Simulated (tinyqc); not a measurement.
Inside a calculation. Method: Hubbard ring of 4 sites. Computed by tinyqc, a small Python program that keeps every step. Settings: hopping = 1.36, U = 11.9, mixing = 0.5, iteration cap = 69. Command: `OMP_NUM_THREADS=1 python tinyqc.py 30781 30782 out.jsonl` (the two numbers bound the seeds that draw the settings). One thread of a shared host (Intel(R) Xeon(R) Processor @ 2.60GHz), about 0.2 s of CPU time with the checks. Later iterations appear only in the table of the cycle.

## Mean-field iteration 1

one-body matrix (hopping and site energies) (eV), lower triangle:
```
,1,2,3,4
1,-0.670000
2,-1.360000,0.520000
3,0.000000,-1.360000,-0.650000
4,-1.360000,0.000000,-1.360000,0.940000
```

U = 11.900000 eV

electrons, up and down: 2  2

mixing = 0.500000

n(up) at the start (a guess, not normalised): 1 0.500000, 2 0.500000, 3 0.500000, 4 0.500000

n(down) at the start (a guess): 1 0.500000, 2 0.500000, 3 0.500000, 4 0.500000

H(up) = T + U n(down), H(down) = T + U n(up); fill the lowest levels; n(new) = n + mixing (n(out) - n); E = tr T (rho up + rho down) + U sum n_up n_down of the output.

levels, up (eV): 3.172846  5.290018  6.671777  8.805359

levels, down (eV): 3.172846  5.290018  6.671777  8.805359

energy = 9.640055 eV

n(up) after iteration 1: 1 0.656021, 2 0.355810, 3 0.654920, 4 0.333249

n(down) after iteration 1: 1 0.656021, 2 0.355810, 3 0.654920, 4 0.333249

## Mean-field iteration 2

As before.

levels, up (eV): 3.027677  4.831689  7.140097  8.940537

levels, down (eV): 3.027677  4.831689  7.140097  8.940537

energy = 14.714183 eV

n(up) after iteration 2: 1 0.404321, 2 0.604529, 3 0.403515, 4 0.587634

n(down) after iteration 2: 1 0.404321, 2 0.604529, 3 0.403515, 4 0.587634

## Convergence

Each step fills the lowest levels of T + U n(other spin) and sets n(new) = n + mixing (n(out) - n); stop when output and input agree to 1e-8.

Course of the cycle:
```
iteration,E (eV),largest |n(out) - n(in)|,mean |n_up - n_down|
1,9.64005530,3.34e-01,0.000000
2,14.71418330,5.09e-01,0.000000
3,12.59715448,4.90e-01,0.000000
4,14.35355956,4.91e-01,0.000000
5,12.61051289,4.91e-01,0.000000
6,14.35011089,4.91e-01,0.000000
7,12.61067144,4.91e-01,0.000000
8,14.35007384,4.91e-01,0.000000
9,12.61067382,4.91e-01,0.000000
10,14.35007328,4.91e-01,0.000000
11,12.61067386,4.91e-01,0.000000
...,...,...,...
59,12.61067386,4.91e-01,0.000000
60,14.35007328,4.91e-01,0.000000
61,12.61067386,4.91e-01,0.000000
62,14.35007328,4.91e-01,0.000000
63,12.61067386,4.91e-01,0.000000
64,14.35007328,4.91e-01,0.000000
65,12.61067386,4.91e-01,0.000000
66,14.35007328,4.91e-01,0.000000
67,12.61067386,4.91e-01,0.000000
68,14.35007328,4.91e-01,0.000000
69,12.61067386,4.91e-01,0.000000
```

Not converged within 69 iterations: the residual has stopped falling: the iteration swings between two states. The lowest mean-field energy found from random starts is -1.08480 eV. Reruns (cap 100 unless said): mixing 0.2: not converged; mixing 0.9: not converged; the original settings with a cap of 400: not converged.

## Exact diagonalisation (36 states)

Lowest levels of the sector, and the double occupancy of the lowest state.

lowest levels (eV): -1.547658  -1.106661  -0.507322  -0.459853  -0.459818  0.140000

double occupancy per site = 0.029314

## The lowest level by Lanczos steps

From a random start vector (not printed): a_j = <q_j|H|q_j>, b_j = norm of the remainder after orthogonalising; the Ritz value is the lowest eigenvalue of the tridiagonal matrix of a and b so far.

Lanczos:
```
j,a_j (eV),b_j (eV),lowest Ritz value (eV)
1,12.368783,8.357627,12.36878283
2,13.190542,9.731217,4.41194182
3,11.318655,5.633453,-0.38144319
4,17.561356,7.286744,-0.98290376
5,15.828579,7.172876,-1.10973616
6,5.848331,6.730965,-1.23876752
7,16.489398,5.929038,-1.45968141
8,15.074537,3.080513,-1.53403179
9,9.968285,7.968543,-1.53902458
10,14.653559,8.248670,-1.54186902
```
